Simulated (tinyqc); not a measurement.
Charge control and current of a heterostructure field-effect transistor: one step, computed by the program tinyqc. Command: `OMP_NUM_THREADS=1 python tinyqc.py 3026193 3026194 out.jsonl hemt walk`. One thread of a shared host (Intel(R) Xeon(R) Processor @ 2.30GHz), about 0.01 s of CPU time with the checks.

Two subbands in a triangular well; E_F is counted from the conduction band edge of the channel at the interface.

Task: Levels and gate capacitance. Charge control: n_s = C_b (V_G - V_T - E_F/e)/e. Well: mean field F = e n_s/(2 eps eps_0), E_i = (hbar^2/2m)^(1/3) [(3 pi e F/2)(i + 3/4)]^(2/3), i = 0, 1; n_s = D k_B T sum_i ln(1 + exp((E_F - E_i)/k_B T)), D = m/(pi hbar^2), which is solved in closed form for E_F. C_g = e dn_s/dV_G = 1/(1/C_b + 1/C_q), 1/C_q = d(E_F/e)/d(e n_s) by a central difference of +/- 0.1 % in n_s; added distance dd = eps eps_0/C_q.

Inputs (values chosen for the exercise, modelled on AlGaAs/GaAs): channel mass m = 0.064 m_0; permittivity eps (barrier and channel) = 12.8; temperature T = 300 K.

Charge source: delta doping. Velocity law: smooth.

sheet density n_s = 1.763621e+12 1/cm^2

barrier capacitance C_b = 0.2982463 microfarad/cm^2

Constants: k_B = 8.617333262e-05 eV/K; e = 1.602176634e-19 C; eps_0 = 8.8541878128e-12 F/m; hbar = 1.054571817e-34 J s; m_0 = 9.1093837015e-31 kg; k_B = 1.380649e-23 J/K.

Give: E_0; E_1; E_F; share in the second subband; gate capacitance C_g; added distance dd.

Result:

E_0 = 104.9 meV

E_1 = 184.6 meV

E_F = 159.6 meV

share in the second subband = 12.64 %

gate capacitance C_g = 0.2601 microfarad/cm^2

added distance dd = 5.574 nm

C_g is 87 % of C_b: the finite density of states and the rise of E_0 act as 5.6 nm of extra barrier.
